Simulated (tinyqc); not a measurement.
The internal displacement: deformation potentials from a strained empirical pseudopotential.

Diamond lattice, no spin-orbit coupling. Atomic form factor V(q) = a1 (q^2 - a2)/(a3 exp(a4 q^2) - 1) in rydberg with q in 1/bohr, for the unstrained cell. Under a strain e the reciprocal vectors and k go over into (1 + e)^(-1) G, the atoms sit at +/- tau with tau = (1 + e) a (1,1,1)/8 - zeta a (eyz, ezx, exy)/4, and H(G,G') = c |k + G|^2 delta + (V(q)/det(1 + e)) cos(q.tau), q = G - G', with the term q = 0 left out; c = hbar^2/2m0. The basis is fixed before straining: all G with |k + G|^2 up to 16 (2 pi/a)^2. k is given in units of 2 pi/a of the unstrained cell.

Constants: hbar^2/2m0 = 3.80998211 eV angstrom^2; Ry = 13.60569312 eV; a0 (Bohr radius) = 0.5291772105 angstrom.

Values chosen for the exercise (out of a larger set: near those of Si; not measured data): a = 5.43 angstrom (lattice constant); A = (0.54, 2.167, 2.078, 0.49) (a1 (Ry bohr^2), a2 (1/bohr^2), a3, a4 (bohr^2)); h = 0.002 (size of the test strain).

Xu of L (level 5, the lowest empty one) and d from exy = eyz = ezx = h for several zeta: Xu = [E(L [111]) - E(L [1-1-1])]/((8/3) h), d = (single valence level - pair)/(3 sqrt(3) h). zeta = 0 strains the bonds with the lattice; zeta = 1 keeps all four bond lengths equal to first order.

Results:

| zeta | Xu (L) (eV) | d (eV) |
|---|---|---|
| 0.00 | 11.43 | 0.31 |
| 0.25 | 11.75 | -1.92 |
| 0.50 | 12.08 | -4.14 |
| 0.60 | 12.21 | -5.03 |
| 0.75 | 12.41 | -6.37 |
| 1.00 | 12.75 | -8.59 |

How do the results move, and what explains it?

From zeta = 0 to 1, d goes from 0.31 to -8.59 eV and Xu (L) from 11.43 to 12.75 eV, both nearly linearly: the displacement is an optical-phonon mode, and d = d(0) - zeta d0/4 gives its deformation potential d0 = 36 eV. Leaving the relaxation out (zeta = 0 for 0.5) moves d by +4.45 eV, which reverses its sign, and Xu (L) by -0.64 eV. Tetragonal strain has no such freedom.

Program tinyqc; command `OMP_NUM_THREADS=1 python tinyqc.py 1850165 1850166 out.jsonl`; about 0.2 s on one thread of a shared Intel(R) Xeon(R) Processor @ 2.30GHz.
